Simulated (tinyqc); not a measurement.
Inputs raised by 10 %, one at a time: phonon transmission through an interface between two chains by Green functions. Computed by tinyqc, a small Python program. Command: `OMP_NUM_THREADS=1 python tinyqc.py 3023689 3023690 out.jsonl agf sens`. One thread of a shared host (Intel(R) Xeon(R) Processor @ 2.30GHz), about 0.06 s of CPU time with the checks.

Two semi-infinite chains (masses m_1, m_2; springs k_1, k_2), motion along the chain. The central region holds the end atom of each chain and three interlayer atoms of mass m_b, joined by springs k_b. lambda = omega^2 in eV/(angstrom^2 u); nu = 15.6333042 THz x sqrt(lambda).

Inputs (values chosen for the exercise, for two model chains):
```
quantity                          value           unit
mass m_1                           28.6              u
spring k_1                         5.97  eV/angstrom^2
mass m_2                           48.3              u
spring k_2                          3.6  eV/angstrom^2
junction spring k_b                5.89  eV/angstrom^2
interlayer mass m_b                22.1              u
probe frequency / lower band top    0.7              -
temperature T                        50              K
```

Atoms in the interlayer: three.

Constants: nu for 1 eV/(angstrom^2 u) = 15.6333042 THz; h x 1 THz = 4.135667696 meV; k_B = 8.617333262e-05 eV/K; k_B = 1.380649e-23 J/K; h = 6.62607015e-34 J s.

Method:
- nu_max = 15.6333042 THz x 2 sqrt(k/m); impedance Z = sqrt(k m); long-wave transmission 4 Z_1 Z_2/(Z_1 + Z_2)^2; the probe frequency is the given share of the lower band top.
- In chain i, sin(q_i a/2) = nu/nu_max,i. An outgoing wave makes the next atom move as exp(i q_i a) times the end atom, so the lead adds the self-energy Sigma_i = -k_i exp(i q_i a) to the force-constant matrix; Gamma_i = -2 Im Sigma_i = 2 k_i sin(q_i a).
- A = lambda M - K - Sigma over the central atoms, with K_ii the sum of the springs at i, K_(i,i+1) = -k_b; G = inverse of A; transmission = Gamma_1 Gamma_2 |G_(first,last)|^2.
- Landauer conductance G = k_B int tau(nu) x^2 e^x/(e^x - 1)^2 d nu, x = h nu/(k_B T), from 0 to the lower band top (240 Gauss-Legendre points in s from 0 to 1, nu = nu_top sin(pi s/2)); tau is the transmission, and its thermal mean is G over the value for tau = 1 in the same window; the quantum is g_0 = pi^2 k_B^2 T/(3 h).

Runs:
```
input moved                          from     to  conductance G (pW/K)  thermal mean of the transmission  long-wave transmission  transmission
base run                                -      -                 46.05                            0.9802                  1.0000        0.9033
mass m_1 (u)                         28.6  31.46                 45.90                            0.9769                  0.9996        0.8880
spring k_1 (eV/angstrom^2)           5.97  6.567                 45.90                            0.9770                  0.9996        0.8985
mass m_2 (u)                         48.3  53.13                 45.63                            0.9737                  0.9992        0.8898
spring k_2 (eV/angstrom^2)            3.6   3.96                 46.06                            0.9784                  0.9992        0.9119
junction spring k_b (eV/angstrom^2)  5.89  6.479                 46.25                            0.9845                  1.0000        0.9058
interlayer mass m_b (u)              22.1  24.31                 46.31                            0.9858                  1.0000        0.9284
temperature T (K)                      50     55                 50.16                            0.9762                  1.0000        0.9033
```

Exponents ln(y'/y) / ln(x'/x):
```
input                conductance G  thermal mean of the transmission  long-wave transmission  transmission
mass m_1                    -0.035                            -0.035                  -0.004        -0.180
spring k_1                  -0.034                            -0.034                  -0.004        -0.056
mass m_2                    -0.095                            -0.069                  -0.008        -0.158
spring k_2                   0.002                            -0.018                  -0.008         0.100
junction spring k_b          0.047                             0.047                   0.000         0.029
interlayer mass m_b          0.060                             0.060                   0.000         0.288
temperature T                0.898                            -0.042                   0.000         0.000
```

Among the inputs moved here: conductance G answers most in size to temperature T (exponent +0.898), next to mass m_2 (-0.095). Thermal mean of the transmission answers most in size to mass m_2 (exponent -0.069), next to interlayer mass m_b (+0.060). Long-wave transmission answers most in size to spring k_2 (exponent -0.008), and about equally to mass m_2 (-0.008); its exponent is below 0.0005 for junction spring k_b, interlayer mass m_b, temperature T. Its exponent 0.000 in junction spring k_b: long waves do not see the junction. Transmission answers most in size to interlayer mass m_b (exponent +0.288), next to mass m_1 (-0.180); its exponent is below 0.0005 for temperature T.
